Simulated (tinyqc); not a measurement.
Rapid thermal processing of a wafer: radiative balance, ramp and cooling, pattern effects, pyrometer error and spike budget: one step, computed by the program tinyqc. Command: `OMP_NUM_THREADS=1 python tinyqc.py 3111249 3111250 out.jsonl rtp walk`. One thread of a shared host (Intel(R) Xeon(R) Processor @ 2.30GHz), about 0.05 s of CPU time with the checks.

The wafer is opaque and uniform through its thickness unless said otherwise; temperatures in formulas are in kelvin (C + 273.15). sigma = 5.670374419e-12 W/(cm^2 K^4).

Question. Pattern effect. At steady state a sinusoidal change of absorbed power of relative amplitude a and period p gives the temperature amplitude a q/(dq/dT + k d (2 pi/p)^2); healing length l = sqrt(k d/(dq/dT)); process change = E_a dT/(k_B T^2). Emissivity is taken as unchanged.

Inputs (values chosen for the exercise, modelled on a hot silicon wafer):
```
quantity                                        value        unit
wafer thickness d                                 725  micrometre
thermal conductivity k                           0.26    W/(cm K)
wall temperature T_w                              700           K
process temperature                               918           C
relative change of absorptivity over a pattern     13           %
period of the pattern                             1.1          mm
activation energy of the process E_a             1.24          eV
```

dq/dT = 15.90869 mW/(cm^2 K)

holding power q = 5.362557 W/cm^2

Constants: k_B = 8.617333262e-05 eV/K.

Give: healing length l; amplitude without lateral conduction; amplitude; change of the process rate.

Answer.

healing length l = 10.89 mm

amplitude without lateral conduction = 43.82 K

amplitude = 0.01133 K

change of the process rate = 0.01149 %

Lateral conduction cuts the amplitude to 0.026 %, since p/(2 pi l) = 0.016.
